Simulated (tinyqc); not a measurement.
Single-domain magnet: Stoner-Wohlfarth switching, Neel-Arrhenius retention, LLG dynamics and spin torque. Changing the diameter d. Computed by tinyqc, a small Python program. Command: `OMP_NUM_THREADS=1 python tinyqc.py 3000498 3000499 out.jsonl macro sweep`. One thread of a shared host (Intel(R) Xeon(R) Processor @ 2.30GHz), about 0.01 s of CPU time with the checks.

The moment is uniform, with unit vector m; z is the easy axis. mu_0 = 1.25663706212e-6 T m/A, gamma = 1.76085963023e11 rad/(s T).

Inputs (values chosen for the exercise, for a model magnet):
```
quantity                       value    unit
saturation magnetisation M_s     891    kA/m
aspect ratio p                   2.9       -
bulk anisotropy K_u               10  kJ/m^3
exchange stiffness A              27    pJ/m
temperature T                    358       K
attempt frequency f0               2     GHz
waiting time t_w               1e-08       s
damping alpha                 0.0077       -
spin-torque efficiency eta      0.55       -
drive I/I_c0                     4.6       -
```

Shape: prolate spheroid, easy axis along it.

Constants: k_B = 1.380649e-23 J/K; e = 1.602176634e-19 C; hbar = 1.054571817e-34 J s.

Method:
- N_z = [p ln(p + sqrt(p^2 - 1))/sqrt(p^2 - 1) - 1]/(p^2 - 1); V = pi d^3 p/6; K_eff = K_u + K_shape, K_shape = -(mu_0 M_s^2/4)(3 N_z - 1); mu_0 H_K = 2 K_eff/M_s.
- Delta = K_eff V/(k_B T); tau = exp(Delta)/f0; probability of a flip within t_w: P = 1 - exp(-t_w/tau). Wall width parameter sqrt(A/K_eff); a two-domain state costs 4 sqrt(A K_eff) times the cross-section that the wall cuts (pi d^2/4).
- For axial symmetry and a polariser along z: I_c0 = (4 e alpha/(hbar eta)) K_eff V; relaxation time tau_D = (1 + alpha^2)/(alpha gamma mu_0 H_K); thermal start angle theta_0 = 1/sqrt(2 Delta); switching time about tau_D ln(pi/(2 theta_0))/(I/I_c0 - 1); precession frequency gamma mu_0 H_K/(2 pi (1 + alpha^2)).

One run for each value; columns: (1) diameter d (nm); (2) stability factor Delta; (3) barrier of the wall path / k_B T; (4) K_eff (kJ/m^3); (5) critical current I_c0 (microampere); (6) log10 of tau in s:
```
(1)      (2)     (3)     (4)     (5)     (6)
6.4    14.06   56.53  174.63    5.91   -3.19
7.8    25.46   83.97  174.63   10.71    1.76
9.6    47.46  127.20  174.63   19.96   11.31
12.0   92.70  198.74  174.63   38.98   30.96
14.0  147.21  270.51  174.63   61.91   54.63
17.0  263.58  398.87  174.63  110.84  105.17
21.0  496.84  608.65  174.63  208.93  206.47
```

What does the table show, and why?

Over the rows, stability factor Delta rises from 14.1 to 497 (exponent d ln y / d ln x about 3.0 throughout); barrier of the wall path / k_B T rises from 56.5 to 609 (exponent d ln y / d ln x about 2.0 throughout); K_eff (kJ/m^3) does not change. The exponent of stability factor Delta stays at 3: the volume of the spheroid.  Left out: 26.0, 32.0 (the barrier is out of range).

Extremes, crossings and ranges named in words are read from the listed rows.
